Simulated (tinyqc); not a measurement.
Gupta-type many-body potential for a metal: one step, computed by the program tinyqc.

E_i = sum_j A exp(-p (r_ij/r0 - 1)) - xi rho_i^gamma, with rho_i = sum_j exp(-2 q (r_ij/r0 - 1)); gamma = 1/2 is the tight-binding second-moment form. The crystal is fcc unless stated; d is the neighbour distance and a fixed number of shells is kept.

Question. Shell terms at equilibrium. fcc shells: d sqrt(k), k = 1..5, with 12, 6, 24, 12, 24 atoms; Omega = d^3/sqrt2. Repulsion and density of one neighbour in each shell, and their sums.

Inputs (values chosen for the exercise, modelled on platinum): repulsion A = 0.301 eV; decay p = 10.4; decay q = 3.97; reference distance r0 = 2.775 angstrom; shells kept = 1.

neighbour distance d = 2.788072 angstrom

Give: Shells; repulsive energy; density rho.

Answer.

Shells:
```
shell  count  r (angstrom)  repulsion (eV)  density
1         12         2.788          0.2866   0.9633
```

repulsive energy = 3.439 eV

density rho = 11.56
